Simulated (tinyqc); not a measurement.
Off-state leakage of single and stacked transistors: two steps of the calculation.

n-channel devices of unit width. Subthreshold current I(Vg, Vs, Vd) = I0 (T/300 K)^0.5 exp[(Vg - Vs - VT(T) - gb (Vs - Vb) + dd (Vd - Vs))/(nf Vt)] (1 - exp(-(Vd - Vs)/Vt)), VT(T) = VT - cT (T - 300 K). Gate-edge tunnelling Ig (Vd/1 V) exp(ag (Vd - 1 V)), for a gate at 0 V, and band-to-band leakage Ab u exp(-Bb/u), u = Vd - Vb + 1 V, flow at a drain held at V; both are taken as independent of T. In a stack of off transistors (all gates at 0 V) the same subthreshold current passes through each.

Values chosen for this exercise; values of the order met in bulk silicon logic transistors: temperature T = 300 K; supply voltage V = 0.8 V; threshold at 300 K, zero drain and body bias VT = 0.36 V; fall of the threshold with temperature cT = 0.8 mV/K; current at threshold at 300 K I0 = 0.49 uA/um; slope factor nf = 1.35; drain-induced lowering per volt dd = 0.05; rise of the threshold per volt of source-body bias gb = 0.14; gate-edge tunnelling current at 1 V Ig = 8e-6 uA/um; exponential slope of the gate current ag = 4.5 1/V; prefactor of band-to-band leakage at the drain Ab = 1 uA/(um V); its exponential voltage Bb = 21 V; body voltage Vb = 0 V.

Constants: q = 1.602176634e-19 C, kB = 1.380649e-23 J/K, Vt = kB T/q. Results are converted to the units shown.

Task 1. Leakage of one transistor. Vg = Vs = 0, Vd = V; effective threshold VT(T) - gb Vb - dd V.

Wanted: effective threshold; parts; total; shares.

Result 1.

effective threshold = 0.32000 V
parts (nA/um): subthreshold 0.051068, gate edge 0.0026020, band-to-band 0.015435
total = 0.069105 nA/um
shares (%): subthreshold 73.899, gate edge 3.7654, band-to-band 22.335

The subthreshold part is the largest.

Task 2. New Vx. Stack of two, Vx the node between them: I_low = I(0, 0, Vx), I_up = I(0, Vx, V), f = ln(I_up/I_low), f' = -(1 + gb + 2 dd)/(nf Vt) - 1/(Vt (exp(Vx/Vt) - 1)) - 1/(Vt (exp((V - Vx)/Vt) - 1)), Vx(new) = Vx - f/f'.

Vx after iteration 1 = 0.038851318 V

Give: I_low; I_up; f; f'; Vx after iteration 2.

Result 2.

I_low = 0.013343 nA/um
I_up = 0.013578 nA/um
f = 0.017412
f' = -46.599 1/V
Vx after iteration 2 = 0.039225 V

Numbers from tinyqc (`OMP_NUM_THREADS=1 python tinyqc.py 2242032 2242033 out.jsonl`; about 0.03 s on one thread of a shared Intel Xeon 2.30GHz).
